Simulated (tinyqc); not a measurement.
Transfer-length model of a contact: course of the iteration.

A metal contact of length d and width W on a thin layer of the same width. The metal has no resistance, the sheet resistance under it equals Rsh, and current enters the layer at the front edge x = 0.

A = Lt coth(d/Lt) is solved for Lt, starting from Lt = A. Lt(new) = A tanh(d/Lt).

Stop when Lt changes by less than 1e-9 of itself, or after 40 iterations.

Values chosen for this exercise: contact length d = 0.45 um.

A = 1.25713 um

Course of the iteration:
```
iteration,Lt (um),relative change
1,0.431716,0.657
2,0.979069,1.27
3,0.540281,0.448
4,0.857398,0.587
5,0.605218,0.294
6,0.793593,0.311
7,0.645136,0.187
8,0.757791,0.175
9,0.669603,0.116
...,...,...
32,0.707184,3.37e-4
33,0.707000,2.61e-4
34,0.707142,2.02e-4
35,0.707032,1.56e-4
36,0.707117,1.21e-4
37,0.707051,9.34e-5
38,0.707102,7.22e-5
39,0.707063,5.59e-5
40,0.707093,4.32e-5
```

Did this iteration meet its convergence test, and what does its course show?

No. Not converged within 40 iterations: the values swing above and below the root and close in slowly. The plain step multiplies the error by -2x/sinh(2x) = -0.77 with x = d/Lt = 0.64, which nears -1 for a contact short against Lt. A rerun with Newton steps converges in 5 iterations, to 0.70708 um.

Numbers from tinyqc (`OMP_NUM_THREADS=1 python tinyqc.py 2760025 2760026 out.jsonl`; about 0.01 s on one thread of a shared Intel Xeon 2.30GHz).
